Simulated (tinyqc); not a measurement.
Rectangular fin or nanosheet with a gate all round, subbands and threshold shift from confinement: one step of the calculation.

Undoped body with a flat potential across it, hard walls, transport along x. One isotropic valley (g = 1, mx = my = mz = me). Non-parabolicity enters the subband edges through E (1 + al E) = gamma, so E = 2 gamma/(1 + sqrt(1 + 4 al gamma)); motion within a subband is taken as parabolic with the band-edge mass. Energies are counted from the bulk band edge.

Problem. Lowest subbands. gamma = C pi^2 [a^2/(my (t + dl)^2) + b^2/(mz (H + dl)^2)], C = hbar^2/(2 m0). List the 5 lowest, labelled by quantum numbers, with degeneracy g and N_k: N_k = g sqrt(2 mx m0 kB T/(pi hbar^2)).

Inputs (values chosen for the exercise); masses close to those of InAs:
- T = 400 K (temperature)
- me = 0.0229 m0 (mass at the band edge)
- al = 2.7 1/eV (non-parabolicity)
- t = 12.7 nm (width (along y))
- dl = 0.2 nm (widening of the box by penetration into the insulator)
- H = 19 nm (height (along z))

Constants: q = 1.602176634e-19 C, kB = 1.380649e-23 J/K, hbar = 1.054571817e-34 J s, m0 = 9.1093837015e-31 kg, hbar^2/(2 m0) = 0.0380998212 eV nm^2. Results are converted to the units shown.

Give: E_k; g; N_k.

Solution.

```
subband	E_k (eV)	g	N_k (cm^-1)
1,1	0.11034	1	8.1208e5
1,2	0.18472	1	8.1208e5
2,1	0.25864	1	8.1208e5
1,3	0.28313	1	8.1208e5
2,2	0.31127	1	8.1208e5
```

Range of the model: Non-parabolicity also makes carriers heavier within each subband, which is left out, so densities of states are understated at high energy.

Numbers from tinyqc (`OMP_NUM_THREADS=1 python tinyqc.py 2350002 2350003 out.jsonl`; about 0.07 s on one thread of a shared Intel Xeon 2.30GHz).
